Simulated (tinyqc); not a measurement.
# Schottky emission and Poole-Frenkel conduction in an insulator, and how to tell them apart, step by step

Computed by the program tinyqc: `OMP_NUM_THREADS=1 python tinyqc.py 2370120 2370121 out.jsonl`, one thread of a shared Intel Xeon 2.30GHz, about 0.01 s for the whole run. Printed values are rounded.

Schottky emission (electrode-limited): J = As T^2 exp[-(pb - b sqrt(F))/Vt], b = sqrt(q/(4 pi eps0 ei)). Poole-Frenkel emission (bulk-limited): J = s0 F exp[-(pt - 2 b sqrt(F))/Vt]. F in V/cm.

Parameters, values chosen for the exercise; dielectric values close to those of silicon nitride:
```
symbol,value,unit,meaning
T,325,K,temperature
ei,4.1,,high-frequency relative permittivity
es,7.4,,static relative permittivity
pt,1.08,eV,trap depth
s0,0.39,S/cm,Poole-Frenkel prefactor
pb,1.14,eV,electrode barrier
As,21,A/(cm^2 K^2),Richardson constant
F,1.9,MV/cm,field
```

Constants: q = 1.602176634e-19 C, kB = 1.380649e-23 J/K, Vt = kB T/q, eps0 = 8.8541878128e-14 F/cm where lengths are in cm. Results are converted to the units shown.

Range of the model: At the field F a Fowler-Nordheim estimate for tunnelling through pb (mass 0.4 m0) gives 1.2e-5 A/cm^2, more than Schottky emission.

## Both currents at one field

Lowerings b sqrt(F) and 2 b sqrt(F); the image-force maximum lies at sqrt(q/(16 pi eps0 ei F)) from the electrode.

Schottky lowering = 258.322 meV
position of the barrier top = 0.679794 nm
Poole-Frenkel lowering = 516.643 meV
J, Schottky = 4.71836e-8 A/cm^2
J, Poole-Frenkel = 0.00136094 A/cm^2

Injection and bulk transport act in series, so the smaller capacity limits the current: here the electrode, by a factor of 28800.

## Which mechanism made these data

```
point  F (MV/cm)  J (A/cm^2)
0           1.12    5.973e-7
1           1.97   0.0001067
2           2.81    0.005857
3           3.66      0.1815
4            4.5        3.62
```

The data come from another sample of the same dielectric, in which one mechanism alone limits the current. Fit straight lines by least squares: ln J on sqrt(F) (Schottky plot, slope b/Vt) and ln(J/F) on sqrt(F) (Poole-Frenkel plot, slope 2 b/Vt), F in V/cm, and read a permittivity from each slope. The right mechanism gives a value near ei, and in any case between ei and es.

slope of the Schottky plot = 0.0146871 (cm/V)^0.5
permittivity read as Schottky = 0.851073
slope of the Poole-Frenkel plot = 0.0133832 (cm/V)^0.5
permittivity read as Poole-Frenkel = 4.09993

Both plots are nearly straight, so straightness decides nothing. Read as Poole-Frenkel the data give 4.10, which matches ei = 4.1; read as Schottky they give 0.851, below 1 and impossible. The data are Poole-Frenkel.
